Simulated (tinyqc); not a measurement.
# Long-channel MOSFET, surface-potential model: what changes with what

n-channel transistor on a uniformly doped p-type body, gradual-channel approximation, constant mobility, Boltzmann statistics, full ionisation. Potentials are counted from the neutral body; V is the electron quasi-Fermi potential, Vsb at the source and Vsb + Vds at the drain. Charges are magnitudes per area.

Parameters, values chosen for the exercise; material values close to those of gallium nitride:
```
symbol    value        unit                                      meaning
T           325           K                                  temperature
Eg         3.47          eV                                     band gap
eps_r      9.56               relative permittivity of the semiconductor
Nc      2.64e18       cm^-3       conduction-band density of states at T
Nv      5.22e19       cm^-3          valence-band density of states at T
Na       1.2e18       cm^-3                 acceptor density of the body
eox        3.99              relative permittivity of the gate insulator
tox         4.4          nm                          insulator thickness
Vfb       -1.67           V                            flat-band voltage
mu          120  cm^2/(V s)                             channel mobility
W             1          um                                   gate width
L           0.5          um                                  gate length
Vsb           0           V                     source-body reverse bias
Vds           2           V                         drain-source voltage
```

Constants: q = 1.602176634e-19 C, kB = 1.380649e-23 J/K, Vt = kB T/q, eps0 = 8.8541878128e-14 F/cm where lengths are in cm. Results are converted to the units shown.

Each table varies one quantity; the others keep the values above.

## Transfer curve from weak to strong inversion

ni = sqrt(Nc Nv) exp(-Eg/(2 Vt)), Eg in volts; phiF = Vt ln(Na/ni); Cox = eps0 eox/tox; gamma = sqrt(2 q eps0 eps_r Na)/Cox. The surface potential psi at channel potential V solves Vgs + Vsb - Vfb - psi = gamma sqrt(G), G = psi - Vt + Vt exp((psi - 2 phiF - V)/Vt). Charge sheet: Qi = Cox gamma [sqrt(G) - sqrt(psi - Vt)]; I = mu (W/L) [integral of Qi dpsi from psi_0 to psi_L (drift) + Vt (Qi0 - QiL) (diffusion)], with psi_0 at V = Vsb and psi_L at V = Vsb + Vds. Pao-Sah: Qi(V) = (Cox gamma/2) integral from 3 Vt to psi of exp((u - 2 phiF - V)/Vt)/sqrt(G(u, V)) du, and I = mu (W/L) integral of Qi dV from Vsb to Vsb + Vds. Square law: VT = Vfb + 2 phiF + gamma sqrt(2 phiF + Vsb), m = 1 + gamma/(2 sqrt(2 phiF + Vsb)), I = mu Cox (W/L) [(Vgs - VT) v - m v^2/2] with v the smaller of Vds and (Vgs - VT)/m, and zero below VT. gm = dI/dVgs of the charge-sheet current.

Results:

| Vgs (V) | I, charge sheet (uA) | I, Pao-Sah (uA) | drift share (%) | gm/I (1/V) | I, square law (uA) |
|---|---|---|---|---|---|
| 2.77 | 8.813e-5 | 8.853e-5 | 0.02428 | 29.61 | 0 |
| 2.94 | 0.01319 | 0.01326 | 3.406 | 28.70 | 0 |
| 3.12 | 0.7477 | 0.7540 | 50.61 | 14.65 | 1.784 |
| 3.29 | 4.344 | 4.388 | 75.06 | 7.404 | 8.195 |
| 3.47 | 12.41 | 12.54 | 84.37 | 4.651 | 20.07 |
| 3.65 | 25.19 | 25.45 | 88.75 | 3.353 | 37.16 |
| 3.82 | 41.74 | 42.17 | 91.15 | 2.643 | 58.11 |
| 4.17 | 89.85 | 90.72 | 93.89 | 1.834 | 115.9 |

Estimate the missing row, Vgs = 4 V.

Computed row:

| Vgs (V) | I, charge sheet (uA) | I, Pao-Sah (uA) | drift share (%) | gm/I (1/V) | I, square law (uA) |
|---|---|---|---|---|---|
| 4 | 64.10 | 64.74 | 92.80 | 2.155 | 85.37 |

With this row back in the table: The charge-sheet current rises from 8.81e-5 to 89.8 uA. In the first row gm/I is 29.6 1/V, a swing of 77.8 mV a decade, against Vt ln 10 = 64.5 mV a decade for an ideal gate; in the last it is 1.83 1/V. Drift passes half of the current at Vgs = 3.12 V among the rows listed (VT = 2.97 V). The charge sheet departs most from Pao-Sah at Vgs = 3.47 V, where it is 1.0 % below it. In the last row the square law is 28 % above Pao-Sah. For Vgs = 3.12 to 4.17 V the surface electron density at the source passes 0.3 Nc, where degeneracy and quantisation, left out here, matter.

## Output curve

Same model as above.

In this table Vgs = 3.27 V.

Output curve:

| Vds (V) | psi_L (V) | QiL (nC/cm^2) | I, charge sheet (uA) | I, Pao-Sah (uA) | I, square law (uA) |
|---|---|---|---|---|---|
| 0.04 | 3.476 | 116.1 | 1.256 | 1.270 | 2.118 |
| 0.09 | 3.515 | 78.90 | 2.416 | 2.441 | 4.249 |
| 0.13 | 3.543 | 52.04 | 3.038 | 3.070 | 5.539 |
| 0.18 | 3.572 | 24.59 | 3.487 | 3.523 | 6.633 |
| 0.22 | 3.587 | 10.16 | 3.647 | 3.684 | 7.095 |
| 0.27 | 3.595 | 2.293 | 3.712 | 3.749 | 7.199 |
| 0.31 | 3.597 | 0.5863 | 3.724 | 3.761 | 7.199 |
| 0.36 | 3.597 | 0.1002 | 3.727 | 3.765 | 7.199 |
| 0.4 | 3.598 | 0.02408 | 3.728 | 3.765 | 7.199 |

What does the comparison show?

The Pao-Sah current rises from 1.27 to 3.77 uA, while the charge at the drain end falls from 116 to 0.0241 nC/cm^2. The current first comes within 1 % of its last value at Vds = 0.27 V among the rows listed; the square law saturates at (Vgs - VT)/m = 0.250 V. Over the last two rows psi_L moves by less than 1 mV: the drain has lost hold of the surface potential, so the current no longer grows. In the last row the charge sheet is 0.99 % below Pao-Sah and the square law 91 % above it. In every row the surface electron density at the source passes 0.3 Nc, where degeneracy and quantisation, left out here, matter.

Program tinyqc, `OMP_NUM_THREADS=1 python tinyqc.py 2360097 2360098 out.jsonl`; Intel Xeon 2.30GHz, shared host, one thread, about 0.04 s.
